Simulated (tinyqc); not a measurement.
Schottky barrier with interface states (Cowley-Sze model), image lowering and contact resistance: one step, computed by the program tinyqc.

An n-type semiconductor under a metal. The barrier lies between the Schottky-Mott limit phi_M - chi and the Bardeen limit E_g - E_n, E_n being the neutrality level of the interface states; the space-charge term of the full Cowley-Sze expression is left out.

Task: Thermionic current. A* = 4 pi e m_e M_c k_B^2/h^3 (a simple valley count); J_s = A* T^2 exp(-phi/k_B T). J_0 uses phi_B; the reverse current uses phi_B less the image lowering, times 1 - exp(-V_r/k_B T).

Inputs (values chosen for the exercise, with gap, mass and screening modelled on beta-Ga2O3):
```
quantity           value  unit
electron mass m_e   0.28   m_0
valleys M_c            1     -
temperature T        300     K
reverse bias V_r     3.2     V
```

Pinning factor from: Moench relation.

barrier phi_B = 2.009045 eV

image lowering = 0.04955072 eV

Constants: e = 1.602176634e-19 C; m_0 = 9.1093837015e-31 kg; k_B = 1.380649e-23 J/K; h = 6.62607015e-34 J s; k_B = 8.617333262e-05 eV/K.

Give: Richardson constant A*; J_0; thermionic reverse current.

Result:

Richardson constant A* = 33.65 A cm^-2 K^-2

J_0 = 5.379e-28 A/cm^2

thermionic reverse current = 3.657e-27 A/cm^2

Image lowering raises the reverse current by a factor 6.80. Caution: so small an emission current is nominal: generation, tunnelling and edge leakage set the real one.
